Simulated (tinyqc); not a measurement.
Absorption edge of a degenerate semiconductor, band filling against gap narrowing: two steps of the calculation.

n-type, parabolic bands, full ionisation. eta = (EF - Ec)/kB T solves N = Nc F12(eta), F12(x) = (2/sqrt(pi)) int_0^infinity sqrt(u)/(1 + exp(u - x)) du. The gap shrinks rigidly by dEg = a3 y^(1/3) + a4 y^(1/4) + a2 y^(1/2), y = N/1e18 cm^-3, an empirical law that is here taken as the true narrowing.

Inputs (values chosen for the exercise); band and dielectric values close to those of In0.53Ga0.47As: temperature T = 350 K; band gap Eg = 0.741 eV; conduction-band density of states at 350 K, from me Nc = 2.55e17 cm^-3; electron mass me = 0.0402 m0; hole mass mh = 0.454 m0; ionised donor density N = 6.6e16 cm^-3; coefficient of (N/1e18)^(1/3) a3 = 10.3 meV; coefficient of (N/1e18)^(1/4) a4 = 7 meV; coefficient of (N/1e18)^(1/2) a2 = 4.2 meV.

Constants: q = 1.602176634e-19 C, kB = 1.380649e-23 J/K, h = 6.62607015e-34 J s, c = 299792458 m/s, Vt = kB T/q. Results are converted to the units shown.

Problem 1. Fermi level. Newton step on ln F12(eta) = ln(N/Nc): eta(new) = eta - ln(Nc F12/N) F12/Fm, Fm(x) = dF12/dx = (1/sqrt(pi)) int_0^infinity u^(-1/2)/(1 + exp(u - x)) du.

eta at the start (Boltzmann value) = -1.3516

Find: F12; Fm; eta after iteration 1.

Solution 1.

F12 = 0.23800
Fm = 0.21964
eta after iteration 1 = -1.2607

Problem 2. The optical edge. Vertical transitions need an empty final state: the edge is taken where the state lies 4 kB T below EF, E_opt = Eg - dEg + (1 + me/mh) max(eta - 4, 0) kB T; wavelength h c/(q E_opt).

converged eta = -1.2604299

Wanted: dEg; EF - Ec; filling shift; E_opt; wavelength.

Solution 2.

dEg = 8.7895 meV
EF - Ec = -38.015 meV
filling shift = 0 meV
E_opt = 0.73221 eV
wavelength = 1693.3 nm

The edge lies 8.79 meV below the undoped gap: narrowing outweighs filling.

Range of the model: Band tails, non-parabolic bands and incomplete ionisation are left out.

tinyqc, about 0.01 s, one thread, Intel Xeon 2.30GHz (shared host): `OMP_NUM_THREADS=1 python tinyqc.py 2330039 2330040 out.jsonl`
